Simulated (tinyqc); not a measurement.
## Threshold spread from leakage statistics

Question. VT is Gaussian with standard deviation s and Ioff goes as exp(-VT/(n Vt)), so Ioff is log-normal: mean/median = exp(w^2/2) with w = s/(n Vt). Find w, s, the relative standard deviation sqrt(exp(w^2) - 1) and the share of devices that leak more than the mean, erfc(w/(2 sqrt(2)))/2.

Values chosen for this exercise: temperature T = 300 K; subthreshold factor n = 1.29.

Constants: q = 1.602176634e-19 C, kB = 1.380649e-23 J/K, Vt = kB T/q. Results are converted to the units shown.

mean/median of the off current = 1.0081293

Answer. w = sqrt(2 ln(mean/median)); the mean lies w/2 standard deviations out in ln Ioff.

w = 0.1273
s = 4.244 mV
relative standard deviation = 0.1278
share above the mean = 47.46 %

tinyqc, about 0.01 s, one thread, Intel Xeon 2.30GHz (shared host): `OMP_NUM_THREADS=1 python tinyqc.py 2090020 2090021 out.jsonl`
